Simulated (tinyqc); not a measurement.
Mass and degeneracy from charge and saturation current.

Problem. At high drain voltage only states moving towards the drain are filled: I = gv (2 q^2/h) Vt ln(1 + exp eta) and n = (N0/2) F_(-1/2)(eta), N0 = gv sqrt(2 m kB T/pi)/hbar, F_(-1/2)(x) = (1/sqrt(pi)) int_0^infinity u^(-1/2)/(1 + exp(u - x)) du. Find eta and m.

Parameters, values chosen for the exercise: temperature T = 200 K; valley degeneracy gv = 1.

Constants: q = 1.602176634e-19 C, kB = 1.380649e-23 J/K, hbar = 1.054571817e-34 J s, h = 6.62607015e-34 J s, m0 = 9.1093837015e-31 kg, Vt = kB T/q. Results are converted to the units shown.

n = 4.0253267e5 cm^-1
I = 2.2068532 uA

Answer. In one dimension the current holds no mass, so it gives eta directly; n then gives m.

eta = 1.440
m = 0.03010 m0

Program tinyqc, `OMP_NUM_THREADS=1 python tinyqc.py 2400015 2400016 out.jsonl`; Intel Xeon 2.30GHz, shared host, one thread, about 0.04 s.
